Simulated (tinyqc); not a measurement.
Inside a calculation: Penn model of the dielectric constant and Phillips ionicity. Values are carried at full precision from step to step, so a last printed digit may differ when a step is redone from the rounded ones.

n = 32/a^3; Ep^2 = 8 pi c e2 n with c = hbar^2/2m0, e2 = e^2/(4 pi eps0); EF = c (3 pi^2 n)^(2/3); eps = 1 + (Ep/Eg)^2 S with S = 1 - Eg/(4 EF) + (Eg/(4 EF))^2/3, Eg the Penn gap. Core d shells are left out.

Constants: hbar^2/2m0 = 3.80998211 eV angstrom^2; e^2/(4 pi eps0) = 14.39964547 eV angstrom.

Inputs chosen for the exercise (out of a larger set: near those of Ge; not measured data): a = 5.639 angstrom (cubic lattice constant, 32 valence electrons a cell); ei = 16.19 (high-frequency dielectric constant).

## Valence electron gas

Evaluate n, Ep and EF.

n = 0.17846 1/angstrom^3
Ep = 15.687 eV
EF = 11.558 eV

## Penn gap from the dielectric constant

Start with S = 1 and repeat Eg = Ep sqrt(S/(ei - 1)) until Eg changes by less than 1e-6 eV.

Iterations:
```
step  Eg in (eV)       S  Eg out (eV)
1         4.0249  0.9155       3.8510
2         3.8510  0.9190       3.8584
3         3.8584  0.9189       3.8581
4         3.8581  0.9189       3.8581
5         3.8581  0.9189       3.8581
```

Penn gap Eg = 3.858 eV

The factor S lowers the gap by 0.167 eV from the first estimate. The Penn gap is a mean bonding-antibonding separation, near the main peak of eps2, not the smallest gap.

## Homopolar and ionic parts

Phillips: bond length d = sqrt(3) a/4; homopolar gap Eh = 39.74 d^(-2.48) eV (d in angstrom); Eg^2 = Eh^2 + C^2; ionicity fi = C^2/Eg^2.

Split the gap; where Eg is below Eh or within 3 % of it, C is taken as zero.

d = 2.4418 angstrom
Eh = 4.342 eV
C = 0.00 eV
fi = 0.000

Eg/Eh = 0.888: the bond is covalent within the accuracy of the rule; for Ge the shortfall comes from the missing d-shell factor.

## Checks

- Penn gap by iteration against bisection (eV): both 3.858.

Run: tinyqc, `OMP_NUM_THREADS=1 python tinyqc.py 1651474 1651475 out.jsonl`; Intel(R) Xeon(R) Processor @ 2.30GHz, one thread, shared host; about 0.01 s of CPU time with all checks.
